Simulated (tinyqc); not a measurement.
Starting guesses with plain Roothaan steps: SCF starting guesses in the cc-pvdz basis, for H2+, spin multiplicity 2. Computed by the program tinyqc with PySCF. UHF with one setting changed at a time; a run stops when the energy changes by less than 1e-09 hartree and the error matrix is below 1e-5. Starts: the lowest orbitals of the core Hamiltonian, of the Wolfsberg-Helmholz matrix (K = 1.75), projected atomic densities, random orbitals, and the highest orbitals of the core Hamiltonian (a deliberately bad start).

Geometry (angstrom):
```
atom       x       y       z
H     0.0000  0.0000  0.0000
H     0.0000  0.0000  0.7040
```

lowest solution found by these runs and by PySCF with stability checks = -0.552969 hartree

Largest element of the error matrix X^T (FDS - SDF) X:
```
iteration     core  Wolfsberg-Helmholz  atomic densities   random  highest core orbitals
1          4.4e-15             1.5e-01           1.0e-01  2.9e-01                1.4e-14
2          2.8e-15             3.7e-02           2.9e-02  4.7e-02                5.6e-02
3                -             9.1e-03           8.4e-03  1.4e-02                1.5e-02
4                -             2.3e-03           2.4e-03  4.0e-03                4.1e-03
5                -             6.1e-04           6.8e-04  1.2e-03                1.1e-03
6                -             1.8e-04           1.9e-04  3.7e-04                3.2e-04
8                -             1.5e-05           1.5e-05  4.3e-05                2.5e-05
10               -             1.2e-06           1.2e-06  7.0e-06                1.9e-06
```

How each run ends:
```
run                    iterations  E (hartree)         state
core                            2     -0.55297  lowest found
Wolfsberg-Helmholz             10     -0.55297  lowest found
atomic densities               10     -0.55297  lowest found
random                         11     -0.55297  lowest found
highest core orbitals          10     -0.55297  lowest found
```

What does the comparison show, and why?

5 of 5 runs reach the lowest solution found, in 2 to 11 iterations (fastest: core). The first errors are 4e-15, 1e-01, 1e-01, 3e-01, 1e-14.
